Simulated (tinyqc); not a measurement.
Cluster expansion of a binary alloy: correlations, fit, cross-validation and ground states: one step, computed by the program tinyqc. Command: `OMP_NUM_THREADS=1 python tinyqc.py 3010209 3010210 out.jsonl clex walk`. One thread of a shared host (Intel(R) Xeon(R) Processor @ 2.30GHz), about 0.08 s of CPU time with the checks.

s = +1 for A and -1 for B. Energy per site E = J0 + J1 P(point) + sum over clusters of m V P, with P the mean product of spins; V > 0 on a pair favours unlike neighbours. Clusters per site m: pair 1 2, pair 2 2, pair 3 2, triplet 4; the triplet is two first-neighbour bonds at a right angle. Formation energies are counted from the line between pure A and pure B, which removes J0 and J1.

Question. Design matrix. Design matrix of formation energies: m (P - 1) for pairs and m (P(triplet) - P(point)) for the triplet; x = (1 - P(point))/2.

Lattice: square.

correlations P, counted on periodic cells, rows A, A3B p(2x2), A3B c(4x2), A2B diagonal rows, A2B rows, AB c(2x2), AB p(2x1), A2B2 rows, AB2 diagonal rows, AB2 rows, AB3 p(2x2), AB3 c(4x2), B, columns point, pair 1, pair 2, pair 3, triplet:
```
[[1.000000, 1.000000, 1.000000, 1.000000, 1.000000],
 [0.500000, 0.000000, 0.000000, 1.000000, -0.500000],
 [0.500000, 0.000000, 0.000000, 0.500000, -0.500000],
 [0.333333, -0.333333, 0.333333, -0.333333, -0.333333],
 [0.333333, 0.333333, -0.333333, 0.333333, 0.333333],
 [0.000000, -1.000000, 1.000000, 1.000000, 0.000000],
 [0.000000, 0.000000, -1.000000, 1.000000, 0.000000],
 [0.000000, 0.500000, 0.000000, 0.000000, 0.000000],
 [-0.333333, -0.333333, 0.333333, -0.333333, 0.333333],
 [-0.333333, 0.333333, -0.333333, 0.333333, -0.333333],
 [-0.500000, 0.000000, 0.000000, 1.000000, 0.500000],
 [-0.500000, 0.000000, 0.000000, 0.500000, 0.500000],
 [-1.000000, 1.000000, 1.000000, 1.000000, -1.000000]]
```

Give: X.

Answer.

X, rows A, A3B p(2x2), A3B c(4x2), A2B diagonal rows, A2B rows, AB c(2x2), AB p(2x1), A2B2 rows, AB2 diagonal rows, AB2 rows, AB3 p(2x2), AB3 c(4x2), B, columns pair 1, pair 2, pair 3, triplet:
```
[[0.000, 0.000, 0.000, 0.000],
 [-2.000, -2.000, 0.000, -4.000],
 [-2.000, -2.000, -1.000, -4.000],
 [-2.667, -1.333, -2.667, -2.667],
 [-1.333, -2.667, -1.333, 0.000],
 [-4.000, 0.000, 0.000, 0.000],
 [-2.000, -4.000, 0.000, 0.000],
 [-1.000, -2.000, -2.000, 0.000],
 [-2.667, -1.333, -2.667, 2.667],
 [-1.333, -2.667, -1.333, 0.000],
 [-2.000, -2.000, 0.000, 4.000],
 [-2.000, -2.000, -1.000, 4.000],
 [0.000, 0.000, 0.000, 0.000]]
```
